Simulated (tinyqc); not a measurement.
A log to judge: charge control and current of a heterostructure field-effect transistor. Computed by tinyqc. Command: `OMP_NUM_THREADS=1 python tinyqc.py 3007661 3007662 out.jsonl hemt walk`. One thread of a shared host (Intel(R) Xeon(R) Processor @ 2.30GHz), about 0.01 s of CPU time with the checks.

Two subbands in a triangular well; E_F is counted from the conduction band edge of the channel at the interface.

Inputs (values chosen for the exercise, modelled on AlGaN/GaN):
```
quantity                                  value    unit
channel mass m                              0.2     m_0
permittivity eps (barrier and channel)     9.43       -
barrier thickness d                          16      nm
Schottky barrier phi_B                      1.2      eV
conduction band offset dE_c                0.42      eV
polarisation charge sigma/e             1.6e+13  1/cm^2
gate voltage V_G                           -0.9       V
temperature T                                77       K
mixing                                        1       -
iteration cap                                 4       -
```

Charge source: polarisation. Velocity law: smooth.

Constants: e = 1.602176634e-19 C; eps_0 = 8.8541878128e-12 F/m; k_B = 8.617333262e-05 eV/K; hbar = 1.054571817e-34 J s; m_0 = 9.1093837015e-31 kg; k_B = 1.380649e-23 J/K.

Method:
- Threshold V_T = phi_B - dE_c - sigma d/(eps eps_0) (in volts); C_b = eps eps_0/d.
- Charge control: n_s = C_b (V_G - V_T - E_F/e)/e. Well: mean field F = e n_s/(2 eps eps_0), E_i = (hbar^2/2m)^(1/3) [(3 pi e F/2)(i + 3/4)]^(2/3), i = 0, 1; n_s = D k_B T sum_i ln(1 + exp((E_F - E_i)/k_B T)), D = m/(pi hbar^2), which is solved in closed form for E_F.
- Iteration from n_s = C_b (V_G - V_T)/(2e): E_F from n_s, n_out from the charge control, n_new = n_s + mixing (n_out - n_s), kept above n_s/10; stop when |n_out/n_s - 1| < 1e-9.

Course of the iteration:
```
iteration  n_s (1/cm^2)  E_F (meV)  |n_out/n_s - 1|
1           5.26404e+12    245.421      8.48147e-01
2           9.72873e+12    391.163      4.87930e-02
3           9.25403e+12    376.470      5.17114e-03
4           9.30189e+12    377.958      5.21027e-04
```

Can the last value be used, and what does the course show?

No. The cap of 4 iterations was reached with a mismatch of 5.2e-4, far above the stop rule. Reruns converge with iteration cap = 200; or with iteration cap = 200, mixing = 0.3.
